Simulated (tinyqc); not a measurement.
Raising U: Hubbard chain of 3 sites, mean field against exact. Computed by the program tinyqc. Collinear unrestricted mean field (the lowest of 40 random starts) against exact diagonalisation.

one-body matrix (hopping and site energies) (eV):
```
,1,2,3
1,0.6000,-1.8300,0.0000
2,-1.8300,-0.0800,-1.8300
3,0.0000,-1.8300,0.5200
```

electrons, up and down: 2  1

Exact and mean-field results (eV):
```
U,U/t,E exact,E mean field,mean |n_up - n_down|,"double occupancy, exact",first gap in the sector
0.920,0.503,-3.62309,-3.60211,0.367,0.190,2.344
1.830,1.000,-3.13169,-3.05074,0.411,0.170,2.269
3.660,2.000,-2.31085,-2.03319,0.552,0.130,1.987
5.490,3.000,-1.69139,-1.24908,0.726,0.097,1.693
7.320,4.000,-1.23063,-0.73405,0.836,0.072,1.443
10.980,6.000,-0.62324,-0.16540,0.926,0.042,1.082
14.640,8.000,-0.25710,0.13084,0.958,0.026,0.852
36.600,20.000,0.49624,0.67435,0.993,4.86e-03,0.362
```

Estimate the missing row, U = 21.96.

Computed row:
```
U          U/t  E exact  E mean field  mean |n_up - n_down|  double occupancy, exact  first gap in the sector
21.960  12.000  0.14856       0.43166                 0.981                    0.013                    0.590
```

In absolute terms mean field is worst at U/t = 4.0, 0.497 eV too high: at small U it is nearly exact, and at large U it misses only exchange-scale energies. Relative to the exact energy its error is 0.6 % at the smallest U, 191 % at most and 36 % at the largest. The double occupancy falls from 0.190 to 0.005.
